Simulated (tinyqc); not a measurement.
Quasiparticle equation with a plasmon-pole self-energy for two band edges: one step. Updating the energies in the Green function. Two cases, with inputs chosen for the exercise.

Task: Solve both equations exactly, put the results in place of a and b, and repeat five times; w is kept.

For each edge E = e + X + Sc(E), with the correlation part Sc(E) = A[0]/(E - a + w) + A[1]/(E - b - w); a and b are the valence and conduction energies that enter the Green function (a = ev, b = ec in the one-shot scheme). Z = 1/(1 - dSc/dE), dSc/dE = -A[0]/(E - a + w)^2 - A[1]/(E - b - w)^2.

Case 1.

Values chosen (scales of the order of those of diamond; the results hold for these values, not for the real material):
- ev = 0 eV (mean-field valence top)
- ec = 3.96 eV (mean-field conduction edge)
- w = 28.3 eV (pole energy)
- Av = (121.4, 54.1) eV^2 (weights of the valence state on the hole and electron poles)
- Ac = (57.4, 109.9) eV^2 (the same for the conduction state)
- Xv = -3.39 eV (exchange minus the mean-field potential, valence)
- Xc = 2.92 eV (the same, conduction)

Case 2.

Values chosen (scales of the order of those of diamond; the results hold for these values, not for the real material):
- ev = 0 eV (mean-field valence top)
- ec = 4.33 eV (mean-field conduction edge)
- w = 27 eV (pole energy)
- Av = (95.8, 41.7) eV^2 (weights of the valence state on the hole and electron poles)
- Ac = (48.6, 94.4) eV^2 (the same for the conduction state)
- Xv = -2.89 eV (exchange minus the mean-field potential, valence)
- Xc = 2.65 eV (the same, conduction)

Give: Cycles (eV).

Result:

Case 1.

Cycles (eV):
```
cycle       Ev      Ec     gap
1      -0.6444  4.6430  5.2874
2      -0.6999  4.6957  5.3956
3      -0.7048  4.6994  5.4042
4      -0.7053  4.6996  5.4049
5      -0.7053  4.6996  5.4050
```

The update moves the gap by +118 meV from the one-shot value; each cycle shrinks the change to about 0.08 of the one before.

Case 2.

Cycles (eV):
```
cycle       Ev      Ec     gap
1      -0.5722  4.9269  5.4990
2      -0.6173  4.9713  5.5886
3      -0.6208  4.9745  5.5953
4      -0.6211  4.9747  5.5958
5      -0.6212  4.9747  5.5958
```

The update moves the gap by +97 meV from the one-shot value; each cycle shrinks the change to about 0.08 of the one before.

Computed by tinyqc, one run a case: `OMP_NUM_THREADS=1 python tinyqc.py N N+1 out.jsonl` with N = 1880609, 1880612; one thread of a shared Intel(R) Xeon(R) Processor @ 2.30GHz, about 0.01 s a run at most.
